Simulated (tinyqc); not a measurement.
Input admittance of a MOSFET at zero drain bias: distributed channel and distributed gate: one step of the calculation.

Source and drain grounded, strong inversion, w = 2 pi f, Cox = eps0 eox/tox. The channel is an RC line of resistance 1/(mu Cox Vo) per square fed from both ends, so one finger has the intrinsic admittance y = i w Cox L tanh(g)/g per width, g = (1/2) sqrt(i w tau), tau = L^2/(mu Vo). The vertical resistance rv/L is in series with y, the overlaps 2 i w Cov in parallel: y_t = 1/(1/y + rv/L) + 2 i w Cov. The gate strip is a line of Rsh/L per length loaded by y_t, so a finger has Y = y_t Wf tanh(k)/k, k = (Wf/sd) sqrt(y_t Rsh/L); the device has Nf Y.

Task. Input impedance of the device. k and Y as defined; Z = 1/(Nf Y) = R + 1/(i w C); Q = |Im Z|/R; signal at the point farthest from a contact |1/cosh k|.

Parameters, values chosen for the exercise; values of the order met in silicon radio-frequency transistors:
```
symbol  value        unit                                        meaning
L         1.1          um                                 channel length
Wf        1.2          um                                   finger width
Nf         64                                          number of fingers
Rsh       9.8  ohm/square                   sheet resistance of the gate
sd          1              number of ends at which a finger is contacted
f         6.7         GHz                                      frequency
```

y_t = 201.37075+759.56850i uS/um

Give: k; Nf Y; R; C; Q; signal at the far point.

Result.

k = 0.079576+0.061228i
Nf Y = 15.641+58.234i mS
R = 4.3019 ohm
C = 1483.1 fF
Q = 3.7232
signal at the far point = 0.99870

Program tinyqc, `OMP_NUM_THREADS=1 python tinyqc.py 2262088 2262089 out.jsonl`; Intel Xeon 2.30GHz, shared host, one thread, about 0.01 s.
